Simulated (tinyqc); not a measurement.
# Resistance of a source-drain extension with a graded tip: abruptness at a fixed junction position

y runs along the channel, the gate covers y > 0. The doping is N0 for y < y0 and N0 10^(-(y - y0)/la) beyond, uniform over the depth xj. Sheet conductance s(y) = q mu(N) max(N - Nch, 0) xj + (for y > 0) ma Cox Vo, with mu(N) = u0 + (u1 - u0)/(1 + (N/Nr)^au) and Cox = eps0 eox/tox. Current is taken as one-dimensional; depletion of the tip, spreading and the contact are left out. The metallurgical junction lies at yj, where N = Nch.

R_spacer = integral of dy/s from -Ls to 0, R_ov from 0 to yj, R_channel = (Lg - 2 yj)/(ma Cox Vo), R_total = 2 R_spacer + 2 R_ov + R_channel. Electrical length L_eff = ma Cox dR_total/d(1/Vo); R_series = R_total - L_eff/(ma Cox Vo). y0 is moved with la so that yj stays at 13.774 nm.

Inputs (values chosen for the exercise); mobility law close to that of electrons in silicon: relative permittivity of the gate insulator (close to silicon dioxide) eox = 3.9; insulator thickness tox = 1.6 nm; active doping of the extension far from the gate N0 = 5.5e19 cm^-3; depth of the extension xj = 25 nm; channel doping Nch = 3.8e17 cm^-3; spacer length Ls = 8 nm; gate overdrive Vo = 0.58 V; mobility of the gate-induced layer ma = 160 cm^2/(V s); mobility at low doping u1 = 1414 cm^2/(V s); mobility at high doping u0 = 68.5 cm^2/(V s); reference doping Nr = 9.2e16 cm^-3; exponent au = 0.711; gate length Lg = 50 nm.

Constants: q = 1.602176634e-19 C, eps0 = 8.8541878128e-14 F/cm where lengths are in cm. Results are converted to the units shown.

The same in every row: yj (nm) = 13.77; R_channel (ohm um) = 112.1.

Results:
```
la (nm/decade)  R_spacer (ohm um)  R_ov (ohm um)  R_total (ohm um)  L_eff (nm)  R_series (ohm um)
1                           4.425          10.90             142.8       23.94              23.20
2.2                         4.425          15.75             152.5       25.41              25.59
3.4                         4.425          20.60             162.2       26.87              27.99
5.8                         4.425          30.30             181.6       29.80              32.78
7                           4.591          35.03             191.3       31.25              35.31
8.1                         5.730          38.63             200.8       32.50              38.57
9.3                         8.214          41.80             212.1       33.73              43.74
```

Estimate the missing row, la = 4.6 nm/decade.

Computed row:
```
la (nm/decade)  R_spacer (ohm um)  R_ov (ohm um)  R_total (ohm um)  L_eff (nm)  R_series (ohm um)
4.6                         4.425          25.45             171.9       28.33              30.39
```

With this row back in the table: As la goes from 1 to 9.3 nm/decade, R_total rises from 143 to 212 ohm um, R_spacer rises from 4.43 to 8.21 ohm um and R_ov rises from 10.9 to 41.8 ohm um. R_total changes on average by 8.36 ohm um for each nm/decade. L_eff exceeds the metallurgical length by 1.49 nm in the first row and 11.3 nm in the last, since the gate also controls the lightly doped tips.

tinyqc, about 0.03 s, one thread, Intel Xeon 2.30GHz (shared host): `OMP_NUM_THREADS=1 python tinyqc.py 2282175 2282176 out.jsonl`
